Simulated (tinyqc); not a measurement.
# The weight eta from points of equal mobility

Question. If the mobility depends on E = q (Ndep + eta Ns)/(eps0 eps_r) alone, two points of equal mobility on its falling branch have equal E. Find eta and E.

Inputs (values chosen for the exercise): relative permittivity of the semiconductor eps_r = 11.8.

Constants: q = 1.602176634e-19 C, eps0 = 8.8541878128e-14 F/cm where lengths are in cm. Results are converted to the units shown.

Ndep at two body biases (cm^-2): [9.8412914e11, 1.6520306e12]
Ns at which the mobility is the same (cm^-2): [5.9e12, 4.4480403e12]

Solution. eta is the ratio of the differences of Ndep and Ns.

eta = 0.460
E = 0.567 MV/cm

Program tinyqc, `OMP_NUM_THREADS=1 python tinyqc.py 2510144 2510145 out.jsonl`; Intel Xeon 2.30GHz, shared host, one thread, about 0.01 s.
